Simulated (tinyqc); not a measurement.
Gain for each load and current direction: deformation-potential model of the L valleys of a conduction band.

Valleys with axes along [111], [1-1-1], [-11-1] and [-1-11], one whole valley each. Herring-Vogt shift of a valley with unit axis a: dE = Xd tr(e) + Xu a.e.a. Non-degenerate shares n_i = exp(-dE_i/kT)/sum_j exp(-dE_j/kT). Inverse mass tensor of a valley: (1 - a a)/mt + a a/ml; the masses are taken as independent of strain.

s11 = (C11 + C12)/((C11 - C12)(C11 + 2 C12)), s12 = -C12/((C11 - C12)(C11 + 2 C12)), s44 = 1/C44; exx = s11 sxx + s12 (syy + szz) and cyclic, exy = s44 sxy/2; tension is positive. A uniaxial stress X along the unit vector n is s_ij = X n_i n_j.

Constants: kB = 8.617333262e-05 eV/K.

Parameters, chosen for this exercise (near those of Ge; not measured data): ml = 1.573 m0 (longitudinal mass); mt = 0.081 m0 (transverse mass); Xd = -7.17 eV (dilation potential); Xu = 15.73 eV (uniaxial potential); C11 = 128.2 GPa; C12 = 49.7 GPa; C44 = 65.6 GPa; X1 = 0.4 GPa (size of the stress); T = 77 K (temperature).

Each load has the size X1. Gain m_c(0)/m_c - 1 in per cent from repopulation alone, m_c = 1/(u.M.u), M = sum_i n_i (inverse mass tensor); biaxial means sxx = syy.

Gain (%); + is tension, - compression:

| load | [100] | [010] | [001] | [110] | [1-10] | [111] |
|---|---|---|---|---|---|---|
| uniaxial [110] (+) | 0.0 | 0.0 | 0.0 | 45.5 | -45.5 | 30.3 |
| uniaxial [110] (-) | 0.0 | 0.0 | 0.0 | -45.5 | 45.5 | -30.3 |
| uniaxial [100] (+) | 0.0 | 0.0 | 0.0 | 0.0 | 0.0 | 0.0 |
| uniaxial [100] (-) | 0.0 | 0.0 | 0.0 | 0.0 | 0.0 | 0.0 |
| uniaxial [111] (+) | 0.0 | 0.0 | 0.0 | 15.4 | -15.4 | 30.8 |
| uniaxial [111] (-) | 0.0 | 0.0 | 0.0 | -45.9 | 45.9 | -91.9 |
| biaxial (001) (+) | 0.0 | 0.0 | 0.0 | 0.0 | 0.0 | 0.0 |
| biaxial (001) (-) | 0.0 | 0.0 | 0.0 | 0.0 | 0.0 | 0.0 |

The largest gain is +45.9 %, for uniaxial [111] (-) with the current along [1-10]; for a [110] channel it is +45.5 %, under uniaxial [110] (+). No gain or loss appears under biaxial (001) and uniaxial [100]: the valleys stay equivalent.

Run: tinyqc, `OMP_NUM_THREADS=1 python tinyqc.py 1080082 1080083 out.jsonl`; Intel(R) Xeon(R) Processor @ 2.30GHz, one thread, shared host; about 0.02 s of CPU time with all checks.
